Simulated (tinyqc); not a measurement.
What moves the results: alloy A(1-x)B(x) by interpolation with bowing. A value that a table varies takes the place of the one given here.

Each gap follows E(x) = (1 - x) E_A + x E_B - C x (1 - x); the lattice constant follows Vegard, a(x) = (1 - x) a_A + x a_B.

Mass at Gamma from the Kane formula 1/m = F + Ep (Eg + 2 Dso/3)/(Eg (Eg + Dso)). F is fixed by the masses of A and B and interpolated linearly, as is Ep; Eg and Dso carry their bowing.

Constants: hc = 1239.841984 eV nm.

Values chosen for the exercise (A near InAs, B near InSb; not measured data): a = (6.062, 6.488) angstrom (lattice constant of A, B); Eg = (0.423, 0.237) eV (gap at Gamma to the s-like level of A, B); EgX = (1.436, 0.622) eV (gap to the lowest valley along Gamma-X of A, B); EgL = (1.129, 0.922) eV (gap to L of A, B); C = (0.699, 0.571, 0.682) eV (bowing of the Gamma, X and L gaps); Dso = (0.387, 0.798) eV (spin-orbit splitting of A, B); Ep = (21.2, 23.6) eV (Kane energy of A, B); me = (0.026, 0.0133) m0 (electron mass at Gamma of A, B); Cs = 1.07 eV (bowing of Dso); x = 0.8 (fraction of B).

## Gaps across the alloy

Eleven compositions.

Gaps (eV):

| x | a (angstrom) | Gamma | X | L | lowest | wavelength (nm) |
|---|---|---|---|---|---|---|
| 0.0 | 6.0620 | 0.423 | 1.436 | 1.129 | Gamma | 2931 |
| 0.1 | 6.1046 | 0.341 | 1.303 | 1.047 | Gamma | 3631 |
| 0.2 | 6.1472 | 0.274 | 1.182 | 0.978 | Gamma | 4526 |
| 0.3 | 6.1898 | 0.220 | 1.072 | 0.924 | Gamma | 5625 |
| 0.4 | 6.2324 | 0.181 | 0.973 | 0.883 | Gamma | 6856 |
| 0.5 | 6.2750 | 0.155 | 0.886 | 0.855 | Gamma | 7986 |
| 0.6 | 6.3176 | 0.144 | 0.811 | 0.841 | Gamma | 8632 |
| 0.7 | 6.3602 | 0.146 | 0.746 | 0.841 | Gamma | 8491 |
| 0.8 | 6.4028 | 0.162 | 0.693 | 0.854 | Gamma | 7636 |
| 0.9 | 6.4454 | 0.193 | 0.652 | 0.881 | Gamma | 6434 |
| 1.0 | 6.4880 | 0.237 | 0.622 | 0.922 | Gamma | 5231 |

How do the results move?

The lowest valley is Gamma at every x. The Gamma gap has a minimum inside the range, 0.143 eV at x = (C - (E_B - E_A))/(2C) = 0.633, since the bowing exceeds the difference of the end gaps.

## Three ways to interpolate a mass

Linear in m, linear in 1/m, and the Kane formula.

Masses (m0):

| x | Eg (eV) | linear in m | linear in 1/m | Kane | Kane m/Eg (1/eV) |
|---|---|---|---|---|---|
| 0.000 | 0.423 | 0.0260 | 0.0260 | 0.0260 | 0.0615 |
| 0.125 | 0.323 | 0.0244 | 0.0232 | 0.0191 | 0.0590 |
| 0.250 | 0.245 | 0.0228 | 0.0210 | 0.0142 | 0.0579 |
| 0.375 | 0.189 | 0.0212 | 0.0191 | 0.0110 | 0.0578 |
| 0.500 | 0.155 | 0.0197 | 0.0176 | 0.0090 | 0.0583 |
| 0.625 | 0.143 | 0.0181 | 0.0163 | 0.0084 | 0.0586 |
| 0.750 | 0.152 | 0.0165 | 0.0152 | 0.0089 | 0.0584 |
| 0.875 | 0.184 | 0.0149 | 0.0142 | 0.0106 | 0.0575 |
| 1.000 | 0.237 | 0.0133 | 0.0133 | 0.0133 | 0.0561 |

What can be read from the table?

At x = 0.5 the three give 0.0197, 0.0176 and 0.0090; judged by the largest distance, the Kane value is closer to the interpolation in 1/m (largest distances 0.0106 m0 from the rule in m, 0.0085 m0 from the rule in 1/m), and it dips below both end values, following the bowed gap, which neither rule can do. The ratio m/Eg varies by a factor of 1.10 while the gap varies by 2.96; a constant ratio is the two-band rule m = Eg/Ep at fixed Ep.

## What each parameter does

Gaps at x and the Kane mass. Each row changes one parameter from the base and keeps the others.

Results:

| case | Gamma (eV) | X (eV) | L (eV) | mass (m0) |
|---|---|---|---|---|
| base | 0.1624 | 0.6934 | 0.8543 | 0.0094 |
| x = 0.76 | 0.1541 | 0.7132 | 0.8473 | 0.0090 |
| C = (0.799, 0.671, 0.782) eV | 0.1464 | 0.6774 | 0.8383 | 0.0086 |
| Eg = (0.444, 0.237) eV | 0.1666 | 0.6934 | 0.8543 | 0.0096 |
| EgX = (1.436, 0.591) eV | 0.1624 | 0.6686 | 0.8543 | 0.0094 |
| EgL = (1.073, 0.922) eV | 0.1624 | 0.6934 | 0.8431 | 0.0094 |
| Ep = (23.3, 26) eV | 0.1624 | 0.6934 | 0.8543 | 0.0091 |
| Cs = 1.12 eV | 0.1624 | 0.6934 | 0.8543 | 0.0094 |

What can be read from the table?

The largest shifts from the base row, up to three for each result and ties (the steps differ in size, so this ranks the rows, not the parameters). Gamma (eV): C -0.0160, x -0.0082, Eg +0.0042; unchanged at the printed digits by EgX, EgL, Ep and Cs. X (eV): EgX -0.0248, x +0.0198, C -0.0160; unchanged at the printed digits by Eg, EgL, Ep and Cs. L (eV): C -0.0160, EgL -0.0112, x -0.0070; unchanged at the printed digits by Eg, EgX, Ep and Cs. mass (m0): C -0.0009, x -0.0004, Ep -0.0003; unchanged at the printed digits by EgX, EgL and Cs.

Program tinyqc; command `OMP_NUM_THREADS=1 python tinyqc.py 1080314 1080315 out.jsonl`; about 0.01 s on one thread of a shared Intel(R) Xeon(R) Processor @ 2.30GHz.
